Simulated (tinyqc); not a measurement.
Carrier statistics of a doped semiconductor with parabolic bands: one step. Intrinsic density and level. Five cases, with inputs chosen for the exercise.

Task: With Boltzmann statistics ni = sqrt(Nc Nv) exp(-Eg/2kT) and Ei = Eg/2 + (kT/2) ln(Nv/Nc), counted from Ev.

Case 1.

Eg = 0.7117679 eV
kT = 0.01292600 eV
Nc = 3.566245e+18 1/cm^3
Nv = 1.755858e+18 1/cm^3

Case 2.

Eg = 0.2135301 eV
kT = 0.01292600 eV
Nc = 1.345513e+16 1/cm^3
Nv = 2.587457e+18 1/cm^3

Case 3.

Eg = 2.1843822 eV
kT = 0.02154333 eV
Nc = 1.238420e+19 1/cm^3
Nv = 1.366836e+19 1/cm^3

Case 4.

Eg = 0.7802690 eV
kT = 0.01292600 eV
Nc = 6.806932e+16 1/cm^3
Nv = 2.319669e+18 1/cm^3

Case 5.

Eg = 3.2837750 eV
kT = 0.01723467 eV
Nc = 9.659313e+18 1/cm^3
Nv = 1.730726e+19 1/cm^3

Give: ni; Ei.

Result:

Case 1.

ni = 2.76e+06 1/cm^3
Ei = 0.3513 eV

Ei lies 4.6 meV below midgap, towards the band with the smaller density of states.

Case 2.

ni = 4.83e+13 1/cm^3
Ei = 0.1408 eV

Ei lies 34.0 meV above midgap, towards the band with the smaller density of states.

Case 3.

ni = 0.00125 1/cm^3
Ei = 1.0933 eV

Ei lies 1.1 meV above midgap, towards the band with the smaller density of states.

Case 4.

ni = 3.10e+04 1/cm^3
Ei = 0.4129 eV

Ei lies 22.8 meV above midgap, towards the band with the smaller density of states.

Case 5.

ni = 5.47e-23 1/cm^3
Ei = 1.6469 eV

Ei lies 5.0 meV above midgap, towards the band with the smaller density of states.

Computed by tinyqc, one run a case: `OMP_NUM_THREADS=1 python tinyqc.py N N+1 out.jsonl` with N = 1682449, 1682537, 1682665, 1682721, 1682753; one thread of a shared Intel(R) Xeon(R) Processor @ 2.30GHz, about 0.01 s a run at most.
